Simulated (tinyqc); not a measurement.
From results back to parameters: cyclotron resonance of ellipsoidal valleys, Ge type. Five cases, with inputs chosen for the exercise.

Problem. The cyclotron masses of the valleys [111] and [11-1] at this angle were computed from hidden ml and mt.

Valleys along [111], [-111], [1-11], [11-1], mass ml along the axis and mt across it. B lies in the (1-10) plane, b = (sin(theta)/sqrt2, sin(theta)/sqrt2, cos(theta)). For the angle phi between B and the axis, 1/mc^2 = cos^2(phi)/mt^2 + sin^2(phi)/(mt ml). Resonance: h nu = 2 muB B/mc, h = 2 pi hbar.

Case 1.

Values chosen (out of a larger set: near those of Ge; not measured data): theta = 53 degrees (angle of B from [001] towards [110]).

mc of [111] = 0.084036 m0
mc of [11-1] = 0.222031 m0

Case 2.

Values chosen (out of a larger set: near those of Ge; not measured data): theta = 24 degrees (angle of B from [001] towards [110]).

mc of [111] = 0.090003 m0
mc of [11-1] = 0.270215 m0

Case 3.

Values chosen (out of a larger set: near those of Ge; not measured data): theta = 52 degrees (angle of B from [001] towards [110]).

mc of [111] = 0.084091 m0
mc of [11-1] = 0.230213 m0

Case 4.

Values chosen (out of a larger set: near those of Ge; not measured data): theta = 50 degrees (angle of B from [001] towards [110]).

mc of [111] = 0.083270 m0
mc of [11-1] = 0.248856 m0

Case 5.

Values chosen (out of a larger set: near those of Ge; not measured data): theta = 10 degrees (angle of B from [001] towards [110]).

mc of [111] = 0.115383 m0
mc of [11-1] = 0.177455 m0

Find: X = 1/mt^2; Y = 1/(mt ml); mt; ml.

Solution.

Case 1.

X = 1/mt^2 = 141.72
Y = 1/(mt ml) = 7.863
mt = 0.084 m0
ml = 1.51 m0

With cos^2(phi) = 0.9991 and 0.0928, the two values of 1/mc^2 are linear equations for X and Y; mt = 1/sqrt(X), ml = sqrt(X)/Y.

Case 2.

X = 1/mt^2 = 164.37
Y = 1/(mt ml) = 7.719
mt = 0.078 m0
ml = 1.66 m0

With cos^2(phi) = 0.7388 and 0.0382, the two values of 1/mc^2 are linear equations for X and Y; mt = 1/sqrt(X), ml = sqrt(X)/Y.

Case 3.

X = 1/mt^2 = 141.72
Y = 1/(mt ml) = 7.761
mt = 0.084 m0
ml = 1.53 m0

With cos^2(phi) = 0.9977 and 0.0829, the two values of 1/mc^2 are linear equations for X and Y; mt = 1/sqrt(X), ml = sqrt(X)/Y.

Case 4.

X = 1/mt^2 = 145.16
Y = 1/(mt ml) = 7.223
mt = 0.083 m0
ml = 1.67 m0

With cos^2(phi) = 0.9932 and 0.0647, the two values of 1/mc^2 are linear equations for X and Y; mt = 1/sqrt(X), ml = sqrt(X)/Y.

Case 5.

X = 1/mt^2 = 141.72
Y = 1/(mt ml) = 7.263
mt = 0.084 m0
ml = 1.64 m0

With cos^2(phi) = 0.5046 and 0.1822, the two values of 1/mc^2 are linear equations for X and Y; mt = 1/sqrt(X), ml = sqrt(X)/Y.

Computed by tinyqc, one run a case: `OMP_NUM_THREADS=1 python tinyqc.py N N+1 out.jsonl` with N = 1251354, 1251454, 1251470, 1251487, 1251570; one thread of a shared Intel(R) Xeon(R) Processor @ 2.30GHz, about 0.01 s a run at most.
